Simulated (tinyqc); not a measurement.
Worked calculation: optical gain and spontaneous emission in a bulk direct-gap semiconductor. Values are carried at full precision from step to step, so a last printed digit may differ when a step is redone from the rounded ones.

F_j(eta) = (1/Gamma(j + 1)) integral_0^infinity x^j dx/(1 + exp(x - eta)), which tends to exp(eta) for eta << 0.

Quasi-Fermi levels: n = Nc F_1/2(Fc/kT) and p = Nv F_1/2(Fv/kT), Fc counted up from the conduction edge and Fv down from the valence edge; Nc, Nv from N = 2 (m kB T/(4 pi c))^(3/2) with c = hbar^2/2m0, in 1/angstrom^3; times 1e24 for 1/cm^3, with me and (mhh^(3/2) + mlh^(3/2))^(2/3).

Constants: hbar^2/2m0 = 3.80998211 eV angstrom^2; kB = 8.617333262e-05 eV/K; fine-structure constant alpha = 0.007297352564; hbar = 6.58211957e-16 eV s; hbar c = 1973.269805 eV angstrom.

Values chosen for the exercise (near those of InGaAs; not measured data):
- me = 0.0406 m0 (electron mass)
- mhh = 0.468 m0 (heavy-hole mass)
- mlh = 0.0541 m0 (light-hole mass)
- n = 1.4e+18 1/cm^3 (injected density, n = p)
- T = 300 K
- Eg = 0.734 eV (direct gap)
- Ep = 22.3 eV (Kane energy)
- nr = 3.49 (refractive index)
- E = 0.765 eV (photon energy)

## Quasi-Fermi levels

Solve for Fc and Fv.

kT = 0.025852 eV
Nc = 2.053e+17 1/cm^3
Nv = 8.350e+18 1/cm^3
Fc = 0.1070 eV
Fv = -0.0446 eV
Fc + Fv = 0.0624 eV

The separation of the quasi-Fermi levels exceeds the gap, so photons between Eg and Eg + (Fc + Fv) see gain. The quasi-Fermi level of the electrons lies inside the band, that of the holes in the gap.

## Absorption of the empty crystal

Parabolic bands, vertical transitions, no excitons. For each hole band j: mr = me mj/(me + mj); joint density of states J_j(E) = (mr/c)^(3/2) sqrt(E - Eg)/(2 pi^2), both spins, c = hbar^2/2m0; averaged matrix element |e.p|^2 = m0 Ep/6; alpha_j(E) = 4 pi^2 alpha_f c Ep J_j/(3 nr E) in 1/angstrom (alpha_f the fine-structure constant, listed as alpha among the constants), times 1e8 for 1/cm.

Evaluate at E for heavy and light holes.

mr, J and alpha of each hole band:
```
hole   mr (m0)  J (1/(eV angstrom^3))  alpha (1/cm)
heavy  0.03736              8.661e-06        2646.7
light  0.02319              4.237e-06        1294.7
```

The heavy-hole band gives 67 % of the total, 3941 1/cm.

## Occupations and gain at E

For band j the electron sits at Ee = (E - Eg) mr/me above its edge and the hole at Eh = (E - Eg) mr/mj; fe = 1/(1 + exp((Ee - Fc)/kT)), fh = 1/(1 + exp((Eh - Fv)/kT)); gain g = sum_j alpha_j (fe + fh - 1).

Use mr and alpha from the table.

Energies, occupations and gain of each hole band:
```
hole   Ee (eV)  Eh (eV)     fe     fh  g (1/cm)
heavy   0.0285   0.0025  0.954  0.139       247
light   0.0177   0.0133  0.969  0.096        85
```

total gain = 332 1/cm

E - Eg = 0.0310 eV is below Fc + Fv = 0.0624 eV, so both bands give gain (Bernard-Duraffourg).

## Spontaneous emission

Spontaneous rate: R = integral of (nr E/(hbar c))^2/(pi^2 hbar) sum_j alpha_j fe fh dE, with alpha in 1/cm and (nr E/(hbar c))^2 in 1/cm^2 (1e16 per 1/angstrom^2); B = R/(n p); lifetime n/R.

Integrate over photon energy.

R = 1.94e+26 1/(cm^3 s)
B = 9.91e-11 cm^3/s
radiative lifetime = 7.21 ns

## Checks

- B at n = 1e13 1/cm^3 against the van Roosbroeck-Shockley value from alpha and ni^2 (cm^3/s): both 1.37e-10.

Program tinyqc; command `OMP_NUM_THREADS=1 python tinyqc.py 1650762 1650763 out.jsonl`; about 0.08 s on one thread of a shared Intel(R) Xeon(R) Processor @ 2.30GHz.
